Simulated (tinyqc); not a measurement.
Liquidus of a compound AB in a simple-solution melt, liquid-phase epitaxy and vapour pressures: one step, computed by the program tinyqc.

x is the atom fraction of B in the melt. The melt is a simple solution: R T ln gamma_B = W (1 - x)^2, R T ln gamma_A = W x^2, W = a + b T. The solid AB is stoichiometric.

Task: Slope of the liquidus. Liquidus (Vieland): f(x) = R T ln[4 x (1 - x)] + 2 W (1/2 - x)^2 + S_F (T_F - T) = 0. dx/dT = -(df/dT)/f', df/dT = R ln[4 x (1 - x)] + 2 b (1/2 - x)^2 - S_F, f' = (1 - 2x)[R T/(x (1 - x)) - 2 W]. Concentrations: C_L = x N_A/V_L in the melt, C_S = 4/a0^3 in the solid; m = dT/dC_L.

Inputs (values chosen for the exercise, for a model compound):

| quantity | value | unit |
|---|---|---|
| entropy of fusion S_F | 70.2 | J/(mol K) |
| interaction slope b | -24.6 | J/(mol K) |
| saturation temperature T | 791 | K |
| molar volume of the melt V_L | 12.5 | cm^3/mol |
| lattice constant a0 | 6.096 | angstrom |

solubility x = 0.03349835

W = 4.2414 kJ/mol

Constants: R = 8.314462618 J/(mol K); N_A = 6.02214076e+23 1/mol; k_B = 8.617333262e-05 eV/K.

Give: dx/dT; C_L; C_S; slope m; apparent heat of solution k_B T^2 d ln x/dT.

Result:

dx/dT = 5.391e-04 1/K

C_L = 1.614e+21 1/cm^3

C_S = 1.766e+22 1/cm^3

slope m = 3.850e-20 K cm^3

apparent heat of solution k_B T^2 d ln x/dT = 0.8677 eV
